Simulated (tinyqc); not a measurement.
Velocity overshoot from momentum and energy balance equations after a field step: one step, computed by the program tinyqc. Command: `OMP_NUM_THREADS=1 python tinyqc.py 3020015 3020016 out.jsonl overshoot walk`. One thread of a shared host (Intel(R) Xeon(R) Processor @ 2.30GHz), about 0.04 s of CPU time with the checks.

At t = 0 the field jumps from 0 to F in a uniform sample. v is the drift velocity and u = w - (3/2) k_B T the excess energy per carrier.

Problem. Constants and steady state. dv/dt = e F/m - v/tau_m(u), du/dt = e F v - u/tau_E, tau_m(u) = tau_0/(1 + c u), tau_0 = m mu_0/e, c = mu_0/(e tau_E v_s^2); this choice gives the steady state v (1 + mu_0 F v/v_s^2) = mu_0 F, which saturates at v_s. Steady velocity v = 2 mu_0 F/(1 + sqrt(1 + 4 (mu_0 F/v_s)^2)); u = e F v tau_E; carrier temperature T + 2u/(3 k_B), neglecting the drift energy m v^2/2.

Inputs (values chosen for the exercise, modelled on electrons in germanium except for tau_E):

| quantity | value | unit |
|---|---|---|
| effective mass m | 0.12 | m_0 |
| low-field mobility mu_0 | 3800 | cm^2/(V s) |
| saturation velocity v_s | 0.64 | 1e7 cm/s |
| energy relaxation time tau_E | 0.8 | ps |
| field after the step F | 13 | kV/cm |
| lattice temperature T | 300 | K |

Scheme: implicit in the damping.

Constants: m_0 = 9.1093837015e-31 kg; e = 1.602176634e-19 C; k_B = 8.617333262e-05 eV/K.

Give: tau_0; c; acceleration e F/m; steady velocity; steady excess energy; steady carrier temperature.

Solution.

tau_0 = 259.3 fs

c = 116.0 1/eV

acceleration e F/m = 0.01905 1e7 cm/s per fs

steady velocity = 0.5999 1e7 cm/s

steady excess energy = 0.06239 eV

steady carrier temperature = 782.7 K

tau_E/tau_0 = 3.09, and in the steady state tau_m has shrunk to 31.5 fs.
